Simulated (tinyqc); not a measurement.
# Nanowire ballistic transistor, top-of-the-barrier model: several studies

At the top of the source barrier, states moving towards the drain are filled by the source (Fermi level 0) and states moving back by the drain (Fermi level -q Vd); nothing scatters. U is the shift of the band edge there, set by the capacitances CG, CD and CS (the total) and by the charge. Parabolic one-dimensional subband; the source is grounded.

Parameters, values chosen for the exercise; mass and valleys close to those of gallium arsenide:
- T = 400 K (temperature)
- m = 0.0676 m0 (effective mass)
- gv = 1 (valley degeneracy)
- eox = 22 (relative permittivity of the gate insulator)
- tox = 2 nm (insulator thickness)
- d = 5 nm (wire diameter)
- aG = 0.95 (gate control CG/CS)
- aD = 0.025 (drain control CD/CS)
- E0 = 0.36 eV (band edge at the barrier top above the source Fermi level at zero bias)

Constants: q = 1.602176634e-19 C, kB = 1.380649e-23 J/K, hbar = 1.054571817e-34 J s, h = 6.62607015e-34 J s, m0 = 9.1093837015e-31 kg, Vt = kB T/q, eps0 = 8.8541878128e-14 F/cm where lengths are in cm. Results are converted to the units shown.

Each table varies one quantity; the others keep the values above.

## Effect of the effective mass

N0 = gv sqrt(2 m kB T/pi)/hbar, CG = 2 pi eps0 eox/ln(1 + 2 tox/d), CS = CG/aG, n0 = n at U = 0 and Vd = 0. eta1 = -(E0 + U)/Vt, eta2 = eta1 - Vd/Vt, n = (N0/2)[F_(-1/2)(eta1) + F_(-1/2)(eta2)], F_(-1/2)(x) = (1/sqrt(pi)) int_0^infinity u^(-1/2)/(1 + exp(u - x)) du. U = UL + q (n - n0)/CS with UL = -(aG Vg + aD Vd), energies in eV. I = gv (2 q^2/h) Vt [ln(1 + exp eta1) - ln(1 + exp eta2)]. CQ = (q/Vt) dn/d(eta1). E0 is held fixed.

In this table Vg = 0.8 V, Vd = 0.8 V.

Results:

| m (m0) | eta1 | n (cm^-1) | I (uA) | mean velocity I/(q n) (cm/s) | CQ/CS |
|---|---|---|---|---|---|
| 0.02 | 11.87 | 1.471e6 | 31.71 | 1.346e8 | 0.01330 |
| 0.032 | 11.79 | 1.854e6 | 31.49 | 1.060e8 | 0.01689 |
| 0.05 | 11.70 | 2.308e6 | 31.23 | 8.447e7 | 0.02120 |
| 0.08 | 11.57 | 2.903e6 | 30.90 | 6.642e7 | 0.02697 |
| 0.13 | 11.41 | 3.675e6 | 30.46 | 5.174e7 | 0.03463 |
| 0.32 | 10.99 | 5.656e6 | 29.34 | 3.237e7 | 0.05542 |
| 0.5 | 10.70 | 6.978e6 | 28.59 | 2.557e7 | 0.07022 |
| 0.8 | 10.35 | 8.675e6 | 27.63 | 1.988e7 | 0.09044 |

Estimate the missing row, m = 0.2 m0.

Computed row:

| m (m0) | eta1 | n (cm^-1) | I (uA) | mean velocity I/(q n) (cm/s) | CQ/CS |
|---|---|---|---|---|---|
| 0.2 | 11.23 | 4.521e6 | 29.98 | 4.139e7 | 0.04332 |

With this row back in the table: As m goes from 0.02 to 0.8 m0, n rises from 1.47e6 to 8.67e6 cm^-1, the mean velocity falls from 1.35e8 to 1.99e7 cm/s and the current falls from 31.7 to 27.6 uA. CQ/CS goes from 0.013 to 0.090. The loss of velocity outweighs the gain of charge over the whole range. For m = 0.02 to 0.08 m0 the source Fermi level lies over 0.3 eV above the band edge, where a light band is no longer parabolic. For m = 0.13 to 0.8 m0 higher subbands of the wire, left out here, could begin to fill.

## Effect of the valley degeneracy

Same model as above.

CQ = (q/Vt) dn/d(eta1). E0 is held fixed.

In this table Vg = 0.8 V, Vd = 0.8 V.

Result of one run:

| gv | eta1 | n (cm^-1) | I (uA) | mean velocity I/(q n) (cm/s) | CQ/CS |
|---|---|---|---|---|---|
| 4 | 10.07 | 9.952e6 | 107.6 | 6.750e7 | 0.1066 |

What becomes of these results when the valley degeneracy gv is changed from 4 to 6, all else the same?

Result of the changed run:

| gv | eta1 | n (cm^-1) | I (uA) | mean velocity I/(q n) (cm/s) | CQ/CS |
|---|---|---|---|---|---|
| 6 | 9.168 | 1.423e7 | 146.9 | 6.445e7 | 0.1683 |

The whole series:

| gv | eta1 | n (cm^-1) | I (uA) | mean velocity I/(q n) (cm/s) | CQ/CS |
|---|---|---|---|---|---|
| 1 | 11.62 | 2.675e6 | 31.03 | 7.241e7 | 0.02474 |
| 2 | 11.08 | 5.222e6 | 59.17 | 7.073e7 | 0.05072 |
| 3 | 10.56 | 7.646e6 | 84.64 | 6.909e7 | 0.07800 |
| 4 | 10.07 | 9.952e6 | 107.6 | 6.750e7 | 0.1066 |
| 6 | 9.168 | 1.423e7 | 146.9 | 6.445e7 | 0.1683 |

As gv goes from 1 to 6, n rises from 2.67e6 to 1.42e7 cm^-1, the mean velocity falls from 7.24e7 to 6.45e7 cm/s and the current rises from 31.0 to 147 uA. CQ/CS goes from 0.025 to 0.17. In every row the source Fermi level lies over 0.3 eV above the band edge, where a light band is no longer parabolic.

## Output curve

Same model as above.

CQ = (q/Vt) dn/d(eta1).

In this table Vg = 0.8 V.

Results:

| Vd (V) | eta1 | n (cm^-1) | I (uA) | mean velocity I/(q n) (cm/s) | CQ/CS |
|---|---|---|---|---|---|
| 0.01 | 10.54 | 5.055e6 | 0.7748 | 9.565e5 | 0.05245 |
| 0.025 | 10.56 | 5.006e6 | 1.937 | 2.415e6 | 0.05301 |
| 0.05 | 10.60 | 4.921e6 | 3.874 | 4.913e6 | 0.05403 |
| 0.15 | 10.75 | 4.540e6 | 11.62 | 1.597e7 | 0.06008 |
| 0.2 | 10.83 | 4.313e6 | 15.48 | 2.240e7 | 0.06527 |
| 0.3 | 11.03 | 3.721e6 | 23.00 | 3.857e7 | 0.08452 |
| 0.4 | 11.26 | 2.970e6 | 28.65 | 6.020e7 | 0.07476 |
| 0.6 | 11.48 | 2.660e6 | 30.64 | 7.190e7 | 0.02528 |
| 0.8 | 11.62 | 2.675e6 | 31.03 | 7.241e7 | 0.02474 |

Estimate the missing row, Vd = 0.1 V.

Computed row:

| Vd (V) | eta1 | n (cm^-1) | I (uA) | mean velocity I/(q n) (cm/s) | CQ/CS |
|---|---|---|---|---|---|
| 0.1 | 10.67 | 4.740e6 | 7.747 | 1.020e7 | 0.05657 |

With this row back in the table: The current rises from 0.775 to 31.0 uA; n goes from 5.06e6 through a minimum of 2.66e6 (at Vd = 0.6 V among the rows listed) to 2.67e6 cm^-1 and eta1 rises from 10.5 to 11.6. The resistance in the first row is 12.9 kohm, against h/(2 q^2 gv) = 12.9 kohm for one open subband, though nothing scatters in the channel. The current passes 90 % of its last value at Vd = 0.4 V among the rows, where eta2 = -0.34. In every row the source Fermi level lies over 0.3 eV above the band edge, where a light band is no longer parabolic.

tinyqc, about 0.03 s, one thread, Intel Xeon 2.30GHz (shared host): `OMP_NUM_THREADS=1 python tinyqc.py 2400093 2400094 out.jsonl`
